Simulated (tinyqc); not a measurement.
Inside a calculation. Model: straight dislocations in isotropic elasticity: fields, energies, partials, Peierls stress and walls. Computed by tinyqc, a small Python program that keeps every step. Command: `OMP_NUM_THREADS=1 python tinyqc.py 3022180 3022181 out.jsonl disloc walk`. One thread of a shared host (Intel(R) Xeon(R) Processor @ 2.30GHz), about 0.01 s of CPU time with the checks. Intermediate numbers are printed to about 6 digits and carried at full precision; extremes and crossings named in words are read from the listed rows.

The line runs along z, the glide plane is y = 0, and beta is the angle between b and the line (0 screw, 90 degrees edge): b_e = b sin(beta) along +x with the extra half plane at y > 0, b_s = b cos(beta). Stress is positive in tension.

Inputs (values chosen for the exercise, modelled on gold):
```
quantity                          value        unit
shear modulus G                    26.5         GPa
Poisson ratio nu                  0.433           -
Burgers vector b                  2.884    angstrom
stacking-fault energy gamma        37.1      mJ/m^2
dislocation density rho         2.5e+10       1/m^2
core radius r0/b                      1           -
misfit volume of a solute dV       -5.1  angstrom^3
temperature T                       450           K
unstable fault energy gamma_us      186      mJ/m^2
tilt angle theta                    3.8     degrees
source length l                    2800          nm
```

Character: edge.

field point (x, y) (nm): 8  -1.1

Constants: 1 eV/angstrom^3 = 160.2176634 GPa; k_B = 8.617333262e-05 eV/K.

## Line energy and line tension

Energy factor K = G [cos^2(beta) + sin^2(beta)/(1 - nu)]. E = K b^2/(4 pi) ln(R/r0) with R = 1/(2 sqrt(rho)); tension T = E + d^2E/d(beta)^2 = G b^2 [1 + nu - 3 nu sin^2(beta)]/(4 pi (1 - nu)) ln(R/r0). The core energy is taken into r0.

energy factor K = 46.7372 GPa

ln(R/r0) = 9.30245

line energy E = 17.9610 eV/nm

line tension T = 2.40677 eV/nm

stored energy rho E = 0.0719418 kJ/m^3

T/E = 0.13: bowing turns parts of the line towards the cheaper screw character, so it is soft.

## Stress at a point

With D = G b_e/(2 pi (1 - nu)), S = G b_s/(2 pi), r^2 = x^2 + y^2: s_xx = -D y (3x^2 + y^2)/r^4, s_yy = D y (x^2 - y^2)/r^4, s_xy = D x (x^2 - y^2)/r^4, s_zz = nu (s_xx + s_yy), s_xz = -S y/r^2, s_yz = S x/r^2. Pressure p = -trace/3.

stress (MPa):
```
         x        y       z
x  107.219  253.414   0.000
y  253.414  -34.844   0.000
z    0.000    0.000  31.338
```

pressure p = -34.5710 MPa

The point lies below the glide plane, on the stretched side.

## Force on a second, equal dislocation at that point; binding of a solute

Peach-Koehler force per length on a parallel dislocation with the same b: in the glide plane F_x = s_xy b_e + s_yz b_s, normal to it F_y = -(s_xx b_e + s_xz b_s), which drives climb of the edge part or cross-slip of a screw. A solute with misfit volume dV has the energy p dV, and its dilute concentration is scaled by exp(-p dV/(k_B T)).

glide force F_x = 73.0845 mN/m

normal force F_y = -30.9220 mN/m

solute energy = 1.10045 meV

concentration ratio = 0.972021

Along x the second dislocation is repelled. The undersized solute is depleted here.

## Splitting into partials

Shockley partials have b_p = b/sqrt(3) at the angles beta -/+ 30 degrees; their repulsion balances the fault at d = G b_p^2/(8 pi gamma) (2 - nu)/(1 - nu) [1 - 2 nu cos(2 beta)/(2 - nu)].

partial Burgers vector b_p = 1.66508 angstrom

splitting width d = 3.38112 nm

d/b = 11.7237

Widely split: cross-slip and climb need a constriction first.

## Peierls-Nabarro core of the undissociated dislocation

Misfit energy gamma(u) = (gamma_us/2)(1 - cos(2 pi u/b)), so the largest restoring stress is tau_max = pi gamma_us/b; u(x) = b/2 + (b/pi) arctan(x/zeta), zeta = K b/(4 pi tau_max). Summing the misfit energy over atomic rows a' apart gives, for a wide core, W_P = (K b^2/pi) exp(-2 pi zeta/a') and sigma_P = (K b/a') exp(-2 pi zeta/a'); a' = b/2 for edge and 30-degree lines, b sqrt(3)/2 for screw and 60-degree lines.

tau_max = 2.02613 GPa

half width zeta = 5.29396 angstrom

row spacing a' = 1.442 angstrom

Peierls barrier W_P = 7.41015e-07 meV/nm

Peierls stress sigma_P = 8.96864e-06 MPa

zeta/a' = 3.67 and sigma_P/G = 3.4e-10: the stress falls by a factor e for each a'/(2 pi) of half width. Caution: so small a Peierls stress means only that the model finds negligible lattice resistance; its value is not a prediction.

## Strength from dislocations

Frank-Read source, averaged over the loop: tau = G b/(2 pi l) [(1 - nu/2)/(1 - nu)] ln(l/r0). Taylor hardening: tau = 0.3 G b sqrt(rho).

Frank-Read stress = 5.51111 MPa

Taylor stress = 0.362520 MPa

Of the source, forest and Peierls stresses the largest here is the source stress.

## Low-angle tilt boundary

A symmetric tilt wall of edge dislocations has the spacing h = b/(2 sin(theta/2)); Read-Shockley: gamma_b = E0 theta (A - ln theta), E0 = G b/(4 pi (1 - nu)), A = 1 + ln(b/(2 pi r0)), theta in radians.

spacing h = 4.34925 nm

boundary energy = 133.411 mJ/m^2

angle of the maximum, exp(A - 1) = 9.11891 degrees

## Character of the line

E = K b^2/(4 pi) ln(R/r0); T = G b^2 [1 + nu - 3 nu sin^2(beta)]/(4 pi (1 - nu)) ln(R/r0).

From screw to edge:
```
beta (degrees)  K (GPa)  E (eV/nm)  T (eV/nm)   d (nm)
0               26.5000    10.1839    25.7381  0.97417
15              27.8556    10.7049    24.1752  1.13541
30              31.5593    12.1282    19.9053  1.57591
45              36.6186    14.0724    14.0724  2.17765
60              41.6779    16.0167     8.2396  2.77938
75              45.3816    17.4400     3.9697  3.21988
90              46.7372    17.9610     2.4068  3.38112
```

The edge costs 1/(1 - nu) = 1.764 times the screw in energy, yet its tension is only (1 - 2 nu)/(1 + nu) = 0.094 of the screw value, so loops under stress are elongated along b. The edge splits 3.47 times as widely, (2 + nu)/(2 - 3 nu), since there the larger, edge parts of the partials repel with the factor 1/(1 - nu) and the small screw parts attract, while in the screw the roles are exchanged.

Checks made by the program: zero divergence of the stress field, by differences and relative to the size of its gradient (relative difference below 1e-10); splitting against the force between the two partials (relative difference below 1e-10).
